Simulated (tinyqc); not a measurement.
# Fixed charge and work-function difference from two thicknesses

Inverse problem. With a fixed charge q Nf at the interface, Vfb = phi_ms - q Nf tox/(eps0 eox). Find Nf and phi_ms.

Values chosen for this exercise:
```
symbol,value,unit,meaning
eox,3.9,,relative permittivity of the gate insulator (close to silicon dioxide)
```

Constants: q = 1.602176634e-19 C, eps0 = 8.8541878128e-14 F/cm where lengths are in cm. Results are converted to the units shown.

Vfb at tox = 9.7 and 25 nm (V): [-0.72255699, -0.77366877]

Solution. Vfb is a straight line in tox: the slope gives Nf and the intercept at zero thickness phi_ms.

Nf = 7.200e10 cm^-2
phi_ms = -0.6902 V

tinyqc, about 0.01 s, one thread, Intel Xeon 2.30GHz (shared host): `OMP_NUM_THREADS=1 python tinyqc.py 2060078 2060079 out.jsonl`
